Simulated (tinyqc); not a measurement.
# Threshold-voltage variability of a planar MOSFET, analytic estimates: several studies

Three independent sources add in quadrature: random dopants in the depleted layer, metal-gate grains of two orientations, and roughness of the two gate edges acting through the roll-off VT = VT(long) - Vr exp(-L/l). These are first-order estimates: no three-dimensional electrostatics, no percolation.

Parameters, values chosen for the exercise; material values close to those of silicon: temperature T = 300 K; band gap Eg = 1.1 eV; relative permittivity of the semiconductor eps_r = 11.5; conduction-band density of states at T Nc = 2.81e19 cm^-3; valence-band density of states at T Nv = 2.6e19 cm^-3; channel doping Na = 1.1e18 cm^-3; oxide-equivalent thickness in inversion ti = 2.2 nm; gate length L = 45 nm; gate width W = 160 nm; metal grain size G = 10 nm; work-function difference of the two grain orientations dW = 0.2 eV; share of the orientation of higher work function p = 0.6; rms roughness of one gate edge De = 0.8 nm; correlation length of the roughness La = 20 nm; decay length of the threshold roll-off l = 9 nm; prefactor of the roll-off Vr = 1.1 V.

Constants: q = 1.602176634e-19 C, kB = 1.380649e-23 J/K, Vt = kB T/q, eps0 = 8.8541878128e-14 F/cm where lengths are in cm. Results are converted to the units shown.

Each table varies one quantity; the others keep the values above.

## Effect of the metal grain size

ni = sqrt(Nc Nv) exp(-Eg/(2 Vt)), Eg in volts; Cox = 3.9 eps0/ti; Wd = sqrt(4 eps0 eps_r Vt ln(Na/ni)/(q Na)); dopants: s1 = (q/Cox) sqrt(Na Wd/(3 L W)). Grains: Ng = L W/G^2 (at least 1), s2 = dW sqrt(p (1 - p)/Ng). Edges, with exponential correlation and u = W/La: the mean gate length has sL^2 = 2 De^2 (2/u)[1 - (1 - exp(-u))/u]; s3 = sL (Vr/l) exp(-L/l). s = sqrt(s1^2 + s2^2 + s3^2). l and Vr are held fixed.

The same in every row: s1 (mV) = 13.20; s3 (mV) = 0.4358.

Results:
```
G (nm)  s2 (mV)  s (mV)  s sqrt(L W) (mV um)
2         2.309   13.41                1.138
5         5.774   14.42                1.223
7         8.083   15.49                1.314
10        11.55   17.55                1.489
14        16.17   20.88                1.772
20        23.09   26.61                2.258
```

Estimate the missing row, G = 3 nm.

Computed row:
```
G (nm)  s2 (mV)  s (mV)  s sqrt(L W) (mV um)
3         3.464   13.66                1.159
```

With this row back in the table: As G goes from 2 to 20 nm, s rises from 13.4 to 26.6 mV. The largest source is the dopants in the first row and the grains in the last.

## Effect of the correlation length of the roughness

Same model as above.

l and Vr are held fixed.

The same in every row: s1 (mV) = 13.205; s2 (mV) = 11.547.

Effect of the correlation length of the roughness:
```
La (nm)  s3 (mV)  s (mV)  s sqrt(L W) (mV um)
2        0.14639  17.542               1.4885
5        0.22926  17.543               1.4885
10       0.31895  17.544               1.4887
20       0.43578  17.547               1.4889
40       0.57230  17.551               1.4892
80       0.70199  17.555               1.4896
160      0.79919  17.559               1.4900
```

As La goes from 2 to 160 nm, s stays near 17.5 mV. The dopants are the largest source in the first and the last row. The edge term s3 rises from 0.146 to 0.799 mV: a longer correlation averages out less along the width.

## Effect of the channel doping

Same model as above.

l and Vr are held fixed.

The same in every row: s2 (mV) = 11.55; s3 (mV) = 0.4358.

Effect of the channel doping:
```
Na (cm^-3)  s1 (mV)  s (mV)  s sqrt(L W) (mV um)
1.5e17        7.793   13.94                1.183
2.6e17        9.018   14.66                1.244
4.7e17        10.55   15.65                1.328
8.2e17        12.22   16.82                1.427
1.5e18        14.33   18.41                1.562
2.6e18        16.56   20.20                1.714
4.5e18        19.13   22.35                1.897
8e18          22.26   25.08                2.128
```

Read the table: what changes, and by how much?

As Na goes from 1.5e17 to 8e18 cm^-3, s rises from 13.9 to 25.1 mV. The largest source is the grains in the first row and the dopants in the last. s1 goes on average as Na^(0.26), near the 1/4 expected from Na Wd. For Na = 1.5e17 to 4.7e17 cm^-3 the depletion depth exceeds L, so source and drain share much of the charge and s1 is rough.

Numbers from tinyqc (`OMP_NUM_THREADS=1 python tinyqc.py 2090018 2090019 out.jsonl`; about 0.01 s on one thread of a shared Intel Xeon 2.30GHz).
